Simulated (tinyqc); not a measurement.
On-chip power grid, static voltage drop by conjugate gradients: two steps of the calculation.

A grid of 4 rows and 4 columns, node k = 4 row + column. Neighbours in a row are joined by Rx, in a column by Ry; pad nodes, which reach the supply through Rp: 0, 3, 12, 15. Each node draws I0, node 8 draws kh I0. The drops u = Vdd - V solve G u = i, with G the conductance matrix (1/Rp added on the diagonal at pad nodes).

Parameters, values chosen for the exercise:

| symbol | value | unit | meaning |
|---|---|---|---|
| Vdd | 1 | V | supply voltage |
| Rx | 0.12 | ohm | resistance of a horizontal segment |
| Ry | 0.64 | ohm | resistance of a vertical segment |
| Rp | 0.12 | ohm | resistance from a pad node to the supply |
| I0 | 9.1 | mA | load current of an ordinary node |
| kh | 5 |  | factor on the load at the hot node |

Question 1. Conjugate-gradient step. q = G p; with z = r/G_kk: a = (r.z)/(p.q); u(new) = u + a p; r(new) = r - a q; b = (r.z)(new)/(r.z); p(new) = z(new) + b p.

u after iteration 1 (mV):
```
           col 0      col 1      col 2      col 3
row 0  0.8566385  0.8566385  0.8566385  0.8566385
row 1  1.3628339  0.7890091  0.7890091  1.3628339
row 2  6.8141696  0.7890091  0.7890091  1.3628339
row 3  0.8566385  0.8566385  0.8566385  0.8566385
```

r after iteration 1 (mA):
```
            col 0      col 1      col 2     col 3
row 0    2.752277   8.994329   8.994329  2.752277
row 1   12.044908  13.987544  13.987544  3.527196
row 2  -22.536025  59.415342  13.987544  3.527196
row 3   11.269989   8.994329   8.994329  2.752277
```

p after iteration 1 (mV):
```
           col 0      col 1      col 2      col 3
row 0  0.7238792  1.0663004  1.0663004  0.7238792
row 1  1.9626193  1.2344075  1.2344075  1.2192554
row 2  2.5903563  3.5297068  1.2344075  1.2192554
row 3  1.1911366  1.0663004  1.0663004  0.7238792
```

Give: q; a; u after iteration 2; r after iteration 2; b; p after iteration 2.

Answer 1.

q (mA):
```
       col 0  col 1   col 2  col 3
row 0   1.24   2.59    2.59   2.40
row 1   7.02  -9.39    0.39   0.65
row 2  -4.66  34.39  -18.74   0.65
row 3   8.78  -4.89    2.59   2.40
```

a = 2.706

u after iteration 2 (mV):
```
       col 0  col 1  col 2  col 3
row 0   2.82   3.74   3.74   2.82
row 1   6.67   4.13   4.13   4.66
row 2  13.82  10.34   4.13   4.66
row 3   4.08   3.74   3.74   2.82
```

r after iteration 2 (mA):
```
        col 0   col 1  col 2  col 3
row 0   -0.61    1.98   1.98  -3.75
row 1   -6.96   39.40  12.94   1.77
row 2   -9.93  -33.63  64.69   1.77
row 3  -12.49   22.22   1.98  -3.75
```

b = 1.387

p after iteration 2 (mV):
```
       col 0  col 1  col 2  col 3
row 0  0.971  1.588  1.588  0.798
row 1  2.116  3.703  2.366  1.846
row 2  2.727  3.197  4.981  1.846
row 3  0.968  2.698  1.588  0.798
```

Question 2. Worst drop, pad currents and power lost. Pad current u/Rp; worst drop as a share of Vdd; power lost in the grid and pads sum_k i_k u_k; power delivered sum_k i_k (Vdd - u_k).

converged u (mV):
```
           col 0      col 1      col 2      col 3
row 0   5.224891   7.580698   7.532369   5.131294
row 1  14.702678  14.578752  14.256348  13.868464
row 2  19.017408  16.811352  15.505549  14.712923
row 3   5.977769   8.418605   8.193802   5.506046
```

Find: worst drop; share of Vdd; pad currents; power lost; power delivered.

Answer 2.

worst drop = 19.02 mV
share of Vdd = 1.902 %
pad currents (mA): node 0 43.54, node 3 42.76, node 12 49.81, node 15 45.88
power lost = 2.303 mW
power delivered = 179.7 mW

The pad currents add up to the total load, 182.0 mA. The worst drop is at node 8; the hot node is 8.

Computed by the program tinyqc: `OMP_NUM_THREADS=1 python tinyqc.py 2770137 2770138 out.jsonl`, one thread of a shared Intel Xeon 2.30GHz, about 0.1 s for the whole run.
